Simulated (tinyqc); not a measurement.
Polytypes by hexagonality, and a cubic inclusion as a quantum well: sweeps and comparisons. A value that a table varies takes the place of the one given here.

Gap: E3 + (E2 - E3) h. Valence top Ev2 h and polarisation P2 h, both counted from 3C; Ec = Ev + gap.

A cubic inclusion of width L = N d in the host (h = 1) is a well of depth V = Ec(host) - Ec(3C). Square well with mass mismatch: k tan(k L/2) = (m_w/m_b) q, k = sqrt(m_w E/c), q = sqrt(m_b (V - E)/c), c = hbar^2/2m0, lowest root. The depth of the level, V - E, is its binding, and the transition to the valence top of the host is gap(host) - (V - E). The step in polarisation gives a field |F| = |P|/(eps eps0) in a thin inclusion, eps0 = 8.8541878e-12 F/m.

Constants: hbar^2/2m0 = 3.80998211 eV angstrom^2.

Values chosen for the exercise (of the order of those of GaN; not measured data):
```
symbol  value           unit      meaning
E3      3.252           eV        gap of the cubic polytype
E2      3.476           eV        gap of 2H
Ev2     0.059           eV        valence top of 2H above that of 3C
P2      -0.0199         C/m^2     spontaneous polarisation of 2H
m       (0.198, 0.204)  m0        electron mass along c in the cubic layer and in the host
d       2.587           angstrom  thickness of a double layer
eps     9.6                       dielectric constant
N       2                         double layers in the cubic inclusion
```

## Width of the inclusion

Without the field: square well. With it, the potential inside is |F| (z - L/2), the host conduction edge lies at V - |F| L/2 on one side and V + |F| L/2 on the other, and the lowest level E_F is found by finite differences (step 0.25 angstrom, wide box, good to about 1 meV). Holes sit in the host on the high side, so the transition is gap(host) - V + E_F - |F| L/2. A dash: bound by less than 2 meV or not at all.

Results:
```
N   L (angstrom)  depth (eV)  transition (eV)  depth below the low side, with field (eV)  transition with field (eV)
1           2.59       0.007            3.469                                          -                           -
2           5.17       0.025            3.451                                          -                           -
3           7.76       0.050            3.426                                          -                           -
4          10.35       0.076            3.400                                      0.003                       3.231
6          15.52       0.122            3.354                                      0.009                       3.104
8          20.70       0.158            3.318                                      0.012                       2.980
12         31.04       0.203            3.273                                      0.013                       2.736
```

The square well binds a level even at N = 1 (7 meV), as any symmetric one-dimensional well does; the depth grows to 203 of 283 meV, and the transition tends to E3 - Ev(host) = 3.193 eV. With the field the level is bound by 2 meV or more for N = 4, 6, 8 and 12, and the transition is lowered by 170 meV at N = 4 and 537 meV at N = 12, where |F| L/2 = 363 meV. Free carriers or surface charge screen the field and the step between the two sides; with the field removed every row returns to its square-well depth, and the attraction to the hole, left out here, binds the electron further.

## What each parameter does

Well depth, depth of the level, transition without the field and field. Each row changes one parameter from the base and keeps the others.

Results:
```
case                   V (eV)  depth (eV)  transition (eV)  |F| (MV/cm)
base                   0.2830      0.0253           3.4507        2.341
N = 3                  0.2830      0.0498           3.4262        2.341
Ev2 = 0.089 eV         0.3130      0.0306           3.4454        2.341
E3 = 3.232 eV          0.3030      0.0288           3.4472        2.341
E2 = 3.506 eV          0.3130      0.0306           3.4754        2.341
P2 = -0.0259 C/m^2     0.2830      0.0253           3.4507        3.047
eps = 10.6             0.2830      0.0253           3.4507        2.120
m = (0.238, 0.204) m0  0.2830      0.0256           3.4504        2.341
```

The largest shifts from the base row, up to three for each result and ties (the steps differ in size, so this ranks the rows, not the parameters). V (eV): Ev2 +0.0300, E2 +0.0300, E3 +0.0200; unchanged at the printed digits by N, P2, eps and m. depth (eV): N +0.0245, Ev2 +0.0053, E2 +0.0053; unchanged at the printed digits by P2 and eps. transition (eV): E2 +0.0247, N -0.0245, Ev2 -0.0053; unchanged at the printed digits by P2 and eps. |F| (MV/cm): P2 +0.706, eps -0.221; unchanged at the printed digits by N, Ev2, E3, E2 and m.

tinyqc: `OMP_NUM_THREADS=1 python tinyqc.py 1850007 1850008 out.jsonl`; about 0.06 s, one thread, shared Intel(R) Xeon(R) Processor @ 2.30GHz.
